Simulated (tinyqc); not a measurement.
Front-illuminated p-i-n photodiode, quantum efficiency and bandwidth: efficiency and bandwidth against the diameter.

Light enters through a p layer (0 to xp), a depleted layer (xp to xp + wi) and a thick n substrate, decaying as exp(-al x); one pass, no back reflection. Carriers made in the depleted layer are all collected; those in the neutral layers diffuse.

k = al Ln, s = S Ln/Dn, e = exp(-al xp); front layer f1 = (k/(k^2 - 1)) {[s + k - e (s cosh(xp/Ln) + sinh(xp/Ln))]/[s sinh(xp/Ln) + cosh(xp/Ln)] - k e}; depleted layer f2 = e (1 - exp(-al wi)); substrate f3 = e exp(-al wi) al Lp/(1 + al Lp); external efficiency (1 - Rf)(f1 + f2 + f3); responsivity = efficiency q lam/(h c). Drift response for pairs made in the depleted layer, a = al wi, g = 1 - exp(-a), u = 2 pi i f, te = wi/ve, th = wi/vh: electrons He = [g - a (exp(-a) - exp(-u te))/(u te - a)]/(u te g), holes Hh = [g - a (1 - exp(-a - u th))/(a + u th)]/(u th g); C = eps0 eps_r pi (dia/2)^2/wi + Cp; total |He + Hh|/sqrt(1 + (2 pi f RL C)^2), for the current of the depleted layer alone. Limits are the frequencies at which each factor falls to 1/sqrt(2); inverse-square sum (f_transit^-2 + f_RC^-2)^(-1/2); the diffusion currents f1 and f3 are left out of the bandwidth.

Parameters, values chosen for the exercise; values close to those of germanium at this wavelength:

| symbol | value | unit | meaning |
|---|---|---|---|
| lam | 1550 | nm | wavelength |
| al | 1480 | 1/cm | absorption coefficient |
| Rf | 0.05 |  | reflectance of the front face |
| eps_r | 15.6 |  | relative permittivity |
| xp | 0.7 | um | thickness of the front p layer |
| wi | 4.5 | um | thickness of the depleted layer |
| Dn | 22 | cm^2/s | electron diffusion coefficient in the p layer |
| Ln | 17 | um | electron diffusion length in the p layer |
| S | 30000 | cm/s | recombination velocity of the front surface |
| Lp | 2.8 | um | hole diffusion length in the thick n substrate |
| ve | 5.94e6 | cm/s | electron drift velocity |
| vh | 4.13e6 | cm/s | hole drift velocity |
| RL | 50 | ohm | load resistance |
| Cp | 100 | fF | parasitic capacitance |

Constants: q = 1.602176634e-19 C, h = 6.62607015e-34 J s, c = 299792458 m/s, eps0 = 8.8541878128e-14 F/cm where lengths are in cm. Results are converted to the units shown.

The same in every row: f2 = 0.4384; f1 + f3 = 0.2297; responsivity (A/W) = 0.7935; transit limit (GHz) = 6.081.

Efficiency and bandwidth against the diameter:
```
dia (um)	RC limit (GHz)	3 dB bandwidth (GHz)	inverse-square sum (GHz)	bandwidth x (1 - Rf) f2 (GHz)
5	31.64	5.926	5.972	2.468
10	31.08	5.921	5.968	2.466
20	29.03	5.899	5.952	2.457
50	19.86	5.717	5.815	2.381
100	9.333	4.892	5.095	2.037
200	2.991	2.606	2.684	1.085
500	0.5195	0.5169	0.5176	0.2153
1000	0.1315	0.1314	0.1315	0.05474
```

What does the comparison show?

As dia goes from 5 to 1000, the responsivity stays at 0.793 A/W and the bandwidth falls from 5.93 to 0.131 GHz. The RC limit is the lower one for dia = 200, 500, 1000, the transit limit elsewhere. Adding inverse squares of the two limits is within 4.1 % of the full result. In every row the diffusion currents exceed 0.3 of the drift current; their own response times, left out, may then shape the whole response.

Computed by the program tinyqc: `OMP_NUM_THREADS=1 python tinyqc.py 2250019 2250020 out.jsonl`, one thread of a shared Intel Xeon 2.30GHz, about 0.01 s for the whole run.
